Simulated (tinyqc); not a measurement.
Floating body of a partially depleted SOI transistor: body voltage and kink: one step of the calculation.

Source at 0 V. Channel current Ic = 2 nf K Vt^2 [F(0) - F(Vd)](1 + la Vd), F(V) = ln^2(1 + exp((Vg - VT - nf V)/(2 nf Vt))), VT = VT0 - gb Vb. Saturation voltage Vs = 2 Vt sqrt(F(0)) + 3 Vt, excess Ve = (Vd - Vs + sqrt((Vd - Vs)^2 + 0.0004 V^2))/2, multiplication M1 = Ai Ve exp(-Bl/Ve). Each junction passes D(v) = J1 (exp(v/Vt) - 1) + J2 (exp(v/(2 Vt)) - 1). Bipolar current Ib = bb J1 (exp(Vb/Vt) - 1). The body settles where M1 (Ic + Ib) = D(Vb) + D(Vb - Vd) + Vb/Rb; drain current Id = (1 + M1)(Ic + Ib) - D(Vb - Vd).

Question. Drain current with floating and with grounded body. Id and VT at the converged Vb, Id at Vb = 0, their ratio, and the bipolar share Ib/(Ic + Ib).

Parameters, values chosen for the exercise; values of the order met in partially depleted silicon-on-insulator transistors: temperature T = 330 K; threshold at zero body voltage VT0 = 0.33 V; fall of the threshold per volt of body voltage gb = 0.19; slope factor nf = 1.3; gain factor per width K = 130 uA/(V^2 um); channel-length modulation factor la = 0.09 1/V; impact-ionisation prefactor Ai = 1.68 1/V; impact-ionisation voltage Bl = 7.5 V; diffusion saturation current of each junction J1 = 1.4e-12 uA/um; recombination saturation current of each junction J2 = 7.3e-9 uA/um; gain of the lateral bipolar transistor on the diffusion current bb = 0.5; resistance of a weak body tie to the source (1e9 stands for no tie, and the term is then dropped) Rb = 1e9 kohm um; gate voltage Vg = 0.37 V; drain voltage Vd = 2.5 V.

Constants: q = 1.602176634e-19 C, kB = 1.380649e-23 J/K, Vt = kB T/q. Results are converted to the units shown.

converged Vb = 0.74384863 V

Wanted: VT; Id, floating; Id, grounded; ratio; bipolar share.

Answer.

VT = 0.18867 V
Id, floating = 2.6365 uA/um
Id, grounded = 0.38978 uA/um
ratio = 6.7641
bipolar share = 6.9368 %

The body rises to 0.744 V and lowers the threshold by 141 mV.

Range of the model: The multiplication law is an empirical form chosen for the exercise; self-heating and capacitive coupling to the body are left out, and the linear laws are rough once Vb passes about 0.7 V or M1 about 0.1.

tinyqc, about 0.2 s, one thread, Intel Xeon 2.30GHz (shared host): `OMP_NUM_THREADS=1 python tinyqc.py 2182153 2182154 out.jsonl`
